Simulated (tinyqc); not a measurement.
Worked calculation: virtual-crystal alloy in the empirical-pseudopotential method. Values are carried at full precision from step to step, so a last printed digit may differ when a step is redone from the rounded ones.

Virtual crystal A(1-x)B(x): a = (1 - x) a_A + x a_B. Rule linear: V = (1 - x) V_A + x V_B. Rule volume: V = [(1 - x) a_A^3 V_A + x a_B^3 V_B]/a^3, since a form factor is an atomic potential divided by the cell volume.

Constants: hbar^2/2m0 = 3.80998211 eV angstrom^2; Ry = 13.60569312 eV.

Inputs chosen for the exercise (classic local form factors of the size used for Si (A) and Ge (B), which place X and L only to a few tenths of an eV; not measured data):
- a = (5.428, 5.653) angstrom (lattice constants of A, B)
- VSA = (-0.213, 0.04, 0.08) Ry (symmetric form factors of A)
- VAA = (0, 0, 0) Ry (antisymmetric form factors of A)
- VSB = (-0.235, 0.01, 0.059) Ry (symmetric form factors of B)
- VAB = (0, 0, 0) Ry (antisymmetric form factors of B)
- rule = volume (mixing rule)
- x = 0.5 (fraction of B)

## The virtual crystal

Form a, the two weights and the form factors.

a = 5.5405 angstrom

weights of A and B: 0.47016  0.53108

VS at 3, 8, 11 (Ry): -0.22495  0.02412  0.06895

VA at 3, 4, 11 (Ry): 0.00000  0.00000  0.00000

## The six lowest plane waves at X

Empirical pseudopotential on the fcc lattice, atoms at +/- tau, tau = a (1,1,1)/8, no spin-orbit coupling. H(G,G') = c (2 pi/a)^2 |k + G|^2 delta + VS(q) cos(q.tau) + i VA(q) sin(q.tau), q = G - G', c = hbar^2/2m0; k and G in units of 2 pi/a; VS at |q|^2 = 3, 8, 11 and VA at 3, 4, 11, in rydberg, zero elsewhere. At each k the basis holds all G with |k + G|^2 up to 16; energies are counted from the fourth level at Gamma.

k = (1,0,0) with the small basis G = (0,0,0), (-2,0,0), (-1,1,1), (-1,-1,-1), (-1,1,-1), (-1,-1,1) in place of the full one.

H in this small basis (eV), lower triangle:
```
           000    -200  -1+1+1  -1-1-1  -1+1-1  -1-1+1
000      4.900
-200         0   4.900
-1+1+1  -2.164   2.164   9.800
-1-1-1   2.164  -2.164  -0.328   9.800
-1+1-1  -2.164  -2.164       0       0   9.800
-1-1+1  -2.164  -2.164       0       0   0.328   9.800
```

## Levels in the small basis

Diagonalise; the gap between the fourth and fifth level is a first estimate of the direct gap at X.

levels (absolute scale of H) (eV): 2.457  2.457  9.472  9.472  12.570  12.570

gap = 3.099 eV

The full basis gives 3.892 eV for this gap.

## The lowest conduction band along Gamma-X and at L

Full basis at each k.

Levels (eV):

| k | band 3 | band 4 | band 5 | band 6 |
|---|---|---|---|---|
| L | -1.187 | -1.187 | 1.387 | 4.130 |
| (0.00,0,0) | 0.000 | 0.000 | 2.489 | 3.461 |
| (0.20,0,0) | -0.508 | -0.508 | 2.890 | 3.658 |
| (0.40,0,0) | -1.388 | -1.388 | 1.964 | 4.176 |
| (0.60,0,0) | -2.157 | -2.157 | 1.274 | 2.826 |
| (0.70,0,0) | -2.431 | -2.431 | 1.069 | 2.215 |
| (0.80,0,0) | -2.627 | -2.627 | 0.972 | 1.724 |
| (0.85,0,0) | -2.692 | -2.692 | 0.963 | 1.528 |
| (0.90,0,0) | -2.742 | -2.742 | 0.982 | 1.358 |
| (1.00,0,0) | -2.783 | -2.783 | 1.109 | 1.109 |

On these points band 5 is lowest at (0.85,0,0), 0.963 eV above the valence top: in this model the gap is indirect, by a margin of 1526 meV.

## Checks

- Fifth band at (0.85,0,0) against the equivalent point (0,0,-0.85), on the absolute scale of H (eV): both 10.9477.

tinyqc: `OMP_NUM_THREADS=1 python tinyqc.py 1050522 1050523 out.jsonl`; about 0.2 s, one thread, shared Intel(R) Xeon(R) Processor @ 2.30GHz.
